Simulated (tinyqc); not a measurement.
Changing the nearest-neighbour distance d: rigid-ion and shell models of the dielectric response of an ionic crystal. Computed by tinyqc, a small Python program. Command: `OMP_NUM_THREADS=1 python tinyqc.py 3017220 3017221 out.jsonl shell sweep`. One thread of a shared host (Intel(R) Xeon(R) Processor @ 2.30GHz), about 0.01 s of CPU time with the checks.

Charges +Z and -Z; 6 nearest neighbours, Madelung constant M = 1.747565, volume per ion pair Omega = 2.000000 d^3. Energy per pair U = -M Z^2 e2/d + 6 A exp(-d/rho), e2 = e^2/(4 pi eps_0). In the shell model the anion is a core of charge Y - Z and a massless shell of charge -Y, joined by the spring k; the repulsion acts on the shell. Each ion feels the Lorentz field E + (4 pi/3) P (Gaussian units).

Inputs (values chosen for the exercise, for a model crystal):

| quantity | value | unit |
|---|---|---|
| ionic charge Z | 1.41 | e |
| hardness d/rho | 8.55 | - |
| cation mass | 8.13 | u |
| anion mass | 35.45 | u |
| shell charge size Y | 3.38 | e |
| core-shell spring k | 41.5 | eV/angstrom^2 |
| cation polarisability alpha_+ | 0.98 | angstrom^3 |

Structure: rock salt.

Constants: e^2/(4 pi eps_0) = 14.39964548 eV angstrom; 1 eV/angstrom^3 = 160.2176634 GPa; nu for 1 eV/(angstrom^2 u) = 15.6333042 THz; 1 THz = 33.35640952 1/cm.

Method:
- Zero pressure fixes 6 A exp(-d/rho) = M Z^2 e2 rho/d^2. Then U = -(M Z^2 e2/d)(1 - rho/d), B = M Z^2 e2 (d/rho - 2)/(9 Omega d), and the spring of one sublattice against the other is R = (1/3) x (Laplacian of the repulsion summed over neighbours) = M Z^2 e2 (d/rho - 2)/(3 d^3), so R = 3 B Omega/d^2.
- Eliminating the shell gives the anion polarisability alpha_- = Y^2 e2/(k + R), the Szigeti charge Z_S = Z - Y R/(k + R) and the softened spring R' = k R/(k + R). With b = 4 pi (alpha_+ + alpha_-)/(3 Omega): eps_inf = (1 + 2b)/(1 - b) (Clausius-Mossotti); Born charge Z* = Z_S (eps_inf + 2)/3.
- mu lambda_TO = R' - (4 pi e2/(3 Omega)) Z_S^2/(1 - b); mu lambda_LO = mu lambda_TO + 4 pi e2 Z*^2/(eps_inf Omega); eps_s = eps_inf lambda_LO/lambda_TO.
- lambda in eV/(angstrom^2 u) gives the wavenumber 15.6333042 x 33.35640952 x sqrt(lambda); mu is the reduced mass.

One run for each value:

| nearest-neighbour distance d (angstrom) | eps_s | eps_inf | omega_TO (1/cm) | bulk modulus B (GPa) |
|---|---|---|---|---|
| 2.49 | 20.148 | 5.3600 | 287.40 | 75.876 |
| 2.64 | 14.107 | 4.0765 | 283.84 | 60.046 |
| 2.78 | 11.376 | 3.3550 | 273.06 | 48.834 |
| 2.93 | 9.657 | 2.8418 | 259.12 | 39.576 |
| 3.08 | 8.552 | 2.4837 | 244.79 | 32.412 |
| 3.22 | 7.832 | 2.2372 | 231.82 | 27.132 |
| 3.37 | 7.266 | 2.0355 | 218.68 | 22.614 |
| 3.52 | 6.840 | 1.8789 | 206.43 | 18.999 |
| 3.66 | 6.530 | 1.7621 | 195.82 | 16.255 |

Over the rows, eps_s falls from 20.1 to 6.53 (exponent d ln y / d ln x -6.1 between the first rows and -1.2 between the last); eps_inf falls from 5.36 to 1.76 (exponent d ln y / d ln x -4.7 between the first rows and -1.6 between the last); omega_TO (1/cm) falls from 287 to 196 (exponent d ln y / d ln x -0.21 between the first rows and -1.4 between the last). The exponent of bulk modulus B stays at -4: B is an energy ~ 1/d over a volume ~ d^3. d/rho, k and the cation polarisability are held fixed, so each row is a different crystal at zero pressure, not one crystal under strain.
